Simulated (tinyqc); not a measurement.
What moves the results: nanosheet or nanowire with hard walls, valleys of the Si type. A value that a table varies takes the place of the one given here.

Six ellipsoidal valleys along the cube axes: inverse mass tensor w = 1/mt + (1/ml - 1/mt) a a^T with a the unit axis. Device axes: x along the channel, z = [001], y = z x x.

Hard walls around a W x H rectangle. The block w_c of w in (y, z) confines; the transport mass follows from 1/m_x = w_xx - w_xc w_c^-1 w_cx. The cross-section problem c (w_yy ky^2 + 2 w_yz ky kz + w_zz kz^2), c = hbar^2/2m0, is solved in products sin(n pi y/W) sin(l pi z/H), n, l = 1 to 12; if w_yz = 0 the levels are c pi^2 (w_yy n^2/W^2 + w_zz l^2/H^2). The w_yz term couples (n, l) to (n', l') by -2 c w_yz D_nn'(W) D_ll'(H) with D_nm(L) = 4 n m/(L (n^2 - m^2)) for n + m odd and 0 otherwise.

Without degeneracy the line density is N1 exp((EF - Ec)/kB T) with N1 = sum 2 g sqrt(m_x kB T/(4 pi c)) exp(-E/kB T), here over n, l up to 80 where w_yz = 0 and over all levels of a 12 x 12 sine basis otherwise; the classical value is W H Nc with Nc = 2 g_all (m_dos kB T/(4 pi c))^(3/2), m_dos = (ml mt^2)^(1/3); dVt = kB T ln(W H Nc/N1).

Constants: hbar^2/2m0 = 3.80998211 eV angstrom^2; kB = 8.617333262e-05 eV/K.

Parameters, chosen for this exercise (near those of Si; shifted at random, so the results belong to these values and not to a real crystal):
```
symbol   value                            unit      meaning
ml       0.901                            m0        longitudinal mass
mt       0.191                            m0        transverse mass
T        77                               K         temperature
g_all    6                                          number of valleys
channel  110                                        transport direction x on a (001) wafer
H        30                               angstrom  height, along z = [001]
Ws       (30, 40, 60, 90, 140, 220, 350)  angstrom  widths
W        50                               angstrom  width, along y
```

## From wire to sheet

Valleys:
```
group  valleys g     w_yy     w_zz   |w_yz|  m_x (m0)
A              2  5.23560  1.10988  0.00000   0.19100
B              4  3.17274  5.23560  0.00000   0.54600
```

Lowest level of each group (groups ordered by w_zz, then w_yy) and dVt against the width.

Results:
```
W (angstrom)  A1 (eV)  B1 (eV)  dVt (mV)
30             0.2651   0.3513     252.8
40             0.1694   0.2933     159.0
60             0.1011   0.2519      93.3
90             0.0707   0.2335      65.6
140            0.0564   0.2248      54.2
220            0.0504   0.2212      50.3
350            0.0480   0.2197      48.6
```

dVt falls from 253 to 49 mV. Group A is lowest at every width, by 86 meV in the narrowest and 172 meV in the widest. At the widest W the lowest level is 0.0480 eV; the film limit c pi^2 w_zz/H^2 of that group is 0.0464 eV.

## Channel direction

The same rectangle along [100] and [110]; groups ordered by w_zz, then w_yy.

Lowest level of each group:
```
channel, group  valleys g   w_yy   w_zz  |w_yz|  m_x (m0)  E (eV)
[100] A                 2  5.236  1.110   0.000     0.191  0.1251
[100] B                 2  1.110  5.236   0.000     0.191  0.2354
[100] C                 2  5.236  5.236   0.000     0.901  0.2975
[110] A                 2  5.236  1.110   0.000     0.191  0.1251
[110] B                 4  3.173  5.236   0.000     0.546  0.2665
```

The lowest subband has m_x = 0.191 m0 and 2 valleys along [100], and 0.191 m0 and 2 valleys along [110]; its edge lies at 0.1251 and 0.1251 eV. These valleys have their axis along z, so turning the channel in the wafer plane leaves them alone; only the higher groups change.

## What each parameter does

E1 and E2 are the two lowest subband edges over all groups. Each row changes one parameter from the base and keeps the others.

Results:
```
case             E1 (eV)  E2 - E1 (meV)  m_x of lowest (m0)  dVt (mV)
base              0.1251          139.1               0.191     116.2
W = 65 angstrom   0.0930          139.1               0.191      85.7
H = 38 angstrom   0.1077           76.4               0.191     100.2
T = 127 K         0.1251          139.1               0.191     115.8
ml = 0.991 m0     0.1209          126.5               0.191     112.3
mt = 0.21 m0      0.1180          125.1               0.210     109.3
```

The largest shifts from the base row, up to three for each result and ties (the steps differ in size, so this ranks the rows, not the parameters). E1 (eV): W -0.0322, H -0.0175, mt -0.0071; unchanged at the printed digits by T. E2 - E1 (meV): H -62.7, mt -14.0, ml -12.6; unchanged at the printed digits by W and T. m_x of lowest (m0): mt +0.019; unchanged at the printed digits by W, H, T and ml. dVt (mV): W -30.4, H -15.9, mt -6.8.

Run: tinyqc, `OMP_NUM_THREADS=1 python tinyqc.py 1250888 1250889 out.jsonl`; Intel(R) Xeon(R) Processor @ 2.30GHz, one thread, shared host; about 0.03 s of CPU time with all checks.
